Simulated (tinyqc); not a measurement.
Silicon n-p-n transistor, Gummel numbers and transit times: one step of the calculation.

One-dimensional n-p-n transistor in the forward active mode at low injection. In the base p(x) = NB exp(-eta x/wb) and ni(x)^2 = ni^2 exp((g0 + g1 x/wb)/Vt); electrons leave the base at vsat; band spikes at the emitter junction and recombination inside the emitter are ignored.

Question. Base Gummel number and transit time. f(x) = p(x) ni^2/ni(x)^2; I(x) = integral from x to wb of f/Dn, plus f(wb)/vsat; base Gummel number GB = I(0); electron density per unit flux n/(J/q) = I/f; base transit time tauB = integral of I/f over the base. Trapezoid rule on 10 equal steps.

Parameters, values chosen for the exercise; band and dielectric values close to those of silicon: temperature T = 400 K; saturation velocity vsat = 1.02e7 cm/s; neutral base width wb = 490 nm; base doping at the emitter edge NB = 1.4e18 cm^-3; doping falls as exp(-eta x/wb) eta = 2.7; gap reduction at the emitter edge of the base g0 = 0 eV; further gap reduction across the base (linear) g1 = 0 eV; electron diffusion coefficient in the base Dn = 14 cm^2/s.

Constants: q = 1.602176634e-19 C, kB = 1.380649e-23 J/K, Vt = kB T/q. Results are converted to the units shown.

Wanted: x; f; I; I/f; GB; tauB.

Answer.

x, point 0 to 10 (nm): [0.0, 49.0, 98.0, 147.0, 196.0, 245.0, 294.0, 343.0, 392.0, 441.0, 490.0]
f, point 0 to 10 (cm^-3): [1.400e18, 1.069e18, 8.158e17, 6.228e17, 4.754e17, 3.629e17, 2.771e17, 2.115e17, 1.615e17, 1.233e17, 9.409e16]
I, point 0 to 10 (s/cm^4): [1.712e12, 1.280e12, 9.505e11, 6.988e11, 5.066e11, 3.598e11, 2.478e11, 1.623e11, 9.708e10, 4.726e10, 9.224e9]
I/f, point 0 to 10 (s/cm): [1.223e-6, 1.198e-6, 1.165e-6, 1.122e-6, 1.065e-6, 9.915e-7, 8.946e-7, 7.676e-7, 6.013e-7, 3.834e-7, 9.804e-8]
GB = 1.712e12 s/cm^4
tauB = 43.36 ps

Range of the model: Heavy doping makes emitter or base degenerate; gE and g0 are to be read as apparent gap changes that include this.

Program tinyqc, `OMP_NUM_THREADS=1 python tinyqc.py 2320004 2320005 out.jsonl`; Intel Xeon 2.30GHz, shared host, one thread, about 0.01 s.
